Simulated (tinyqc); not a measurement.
## Barrier height from two thicknesses

Inverse problem. Through a thick flat barrier T = c exp(-2 kappa t) with a prefactor c that does not depend on t, and kappa = sqrt(m1 phi1/C), C = hbar^2/(2 m0). Find kappa, the decades lost for each nanometre, c and phi1.

Values chosen for this exercise: tunnelling mass of layer 1 m1 = 0.4 m0.

Constants: q = 1.602176634e-19 C, hbar = 1.054571817e-34 J s, m0 = 9.1093837015e-31 kg, hbar^2/(2 m0) = 0.0380998212 eV nm^2. Results are converted to the units shown.

T at t = 0.9 and 2.6 nm: 3.2228049e-4  9.0887437e-12

Solution. The ratio of the two values removes c: kappa = ln(T_a/T_b)/(2 (t_b - t_a)).

kappa = 5.113 1/nm
decades a nanometre = 4.441
c = 3.200
phi1 = 2.490 eV

tinyqc, about 0.01 s, one thread, Intel Xeon 2.30GHz (shared host): `OMP_NUM_THREADS=1 python tinyqc.py 2540032 2540033 out.jsonl`
